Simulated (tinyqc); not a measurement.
Peierls distortion of a half-filled chain: sweeps and comparisons. A value that a table varies takes the place of the one given here.

Atoms move by +/- u, so bonds change by -/+ 2u and hoppings are t +/- 2 al u. Bands E = -/+ sqrt((2 t cos x)^2 + D^2 sin^2 x) with D = 4 al u, x = k a in (0, pi/2); the gap is 2D. Energy per atom at zero temperature: E(u) = -mean_x sqrt(...) + 2 K u^2; exactly, the mean is (4t/pi) E(1 - z^2), z = D/2t, E the complete elliptic integral of the second kind with parameter m. Coupling lambda = 2 al^2/(pi t K).

Constants: kB = 8.617333262e-05 eV/K.

Parameters, chosen for this exercise:

| symbol | value | unit | meaning |
|---|---|---|---|
| t | 1.69 | eV | hopping of the even chain |
| al | 5.5 | eV/angstrom | change of hopping with bond length |
| K | 39.9 | eV/angstrom^2 | spring constant of a bond |

## Energy against distortion

Exact means; both parts are counted from u = 0.

Energies per atom:

| u (angstrom) | gap (eV) | electrons (meV) | springs (meV) | total (meV) |
|---|---|---|---|---|
| 0.0043 | 0.189 | -3.76 | 1.48 | -2.29 |
| 0.0107 | 0.471 | -18.56 | 9.14 | -9.42 |
| 0.0213 | 0.937 | -59.53 | 36.20 | -23.33 |
| 0.0320 | 1.408 | -116.05 | 81.72 | -34.34 |
| 0.0427 | 1.879 | -184.06 | 145.50 | -38.56 |
| 0.0533 | 2.345 | -260.41 | 226.70 | -33.70 |
| 0.0640 | 2.816 | -344.87 | 326.86 | -18.01 |
| 0.0746 | 3.282 | -434.67 | 444.10 | 9.43 |
| 0.0938 | 4.127 | -609.97 | 702.12 | 92.15 |

How do the results move?

The ratio of electronic gain to elastic cost is 2.55 in the first row and 0.87 in the last: the gain goes as u^2 ln(1/u), so it wins at small u for any K. The total is lowest at u = 0.0427 angstrom and turns positive between 0.0640 and 0.0746.

## A coarse mesh hides or distorts the instability

u0 from the gap equation K = 4 al^2 mean(sin^2 x/|E|) on the mesh x_j = (j + 1/2) pi/(2N); 0 where it has no root.

Results:

| N | u0 (angstrom) | gap (eV) | smallest \|E\| at u = 0 (eV) |
|---|---|---|---|
| 1 | 0.0000 | 0.000 | 2.390 |
| 2 | 0.0254 | 1.120 | 1.293 |
| 3 | 0.0399 | 1.754 | 0.875 |
| 4 | 0.0420 | 1.847 | 0.659 |
| 6 | 0.0426 | 1.874 | 0.441 |
| 8 | 0.0427 | 1.877 | 0.331 |
| 12 | 0.0427 | 1.877 | 0.221 |
| 20 | 0.0427 | 1.877 | 0.133 |
| 40 | 0.0427 | 1.877 | 0.066 |
| 4000 | 0.0427 | 1.877 | 0.001 |

How do the results move?

For N = 1 no distortion is found: the mesh leaves its own gap at u = 0, which cuts off the logarithm. u0 is within 1 % of the last row from N = 6 on; the mesh must resolve D = 0.938 eV, and the coherence length xi/a = 2t/D is 3.6.

## Closing of the gap with temperature

The gap equation gains the factor tanh(|E|/2kT); 4000 points; Tp is where its root reaches zero.

Results:

| T/Tp | T (K) | u (angstrom) | u/u0 |
|---|---|---|---|
| 0.20 | 1158 | 0.0427 | 1.000 |
| 0.40 | 2316 | 0.0421 | 0.987 |
| 0.60 | 3474 | 0.0390 | 0.915 |
| 0.70 | 4053 | 0.0358 | 0.839 |
| 0.80 | 4632 | 0.0308 | 0.722 |
| 0.90 | 5211 | 0.0229 | 0.537 |
| 0.95 | 5500 | 0.0166 | 0.388 |
| 0.99 | 5732 | 0.0075 | 0.177 |

Tp = 5790 K

What can be read from the table?

D(0)/(kB Tp) = 1.881, against 1.764 at weak coupling. u/u0 is 0.915 at 0.6 Tp and 0.537 at 0.9 Tp, and near Tp it goes as sqrt(1 - T/Tp): 2.20 between the last two rows against sqrt(5) = 2.24. In a single chain fluctuations forbid this transition; coupling between chains sets the real one, far lower.

## What moves the distortion

Exact means. Each row changes one parameter from the base and keeps the others.

Results:

| case | lambda | u0 (angstrom) | gap (eV) | E(u0) - E(0) (meV) |
|---|---|---|---|---|
| base | 0.2856 | 0.0427 | 1.877 | -38.56 |
| t = 1.774 eV | 0.2721 | 0.0406 | 1.787 | -33.60 |
| al = 5.775 eV/angstrom | 0.3149 | 0.0490 | 2.263 | -54.92 |
| K = 41.9 eV/angstrom^2 | 0.2720 | 0.0387 | 1.701 | -31.95 |

What does this show?

The largest shifts from the base row, up to three for each result and ties (the steps differ in size, so this ranks the rows, not the parameters). lambda: al +0.0293, K -0.0136, t -0.0135. u0 (angstrom): al +0.0063, K -0.0040, t -0.0020. gap (eV): al +0.386, K -0.176, t -0.090. E(u0) - E(0) (meV): al -16.36, K +6.60, t +4.96.

Run: tinyqc, `OMP_NUM_THREADS=1 python tinyqc.py 1682747 1682748 out.jsonl`; Intel(R) Xeon(R) Processor @ 2.30GHz, one thread, shared host; about 0.07 s of CPU time with all checks.
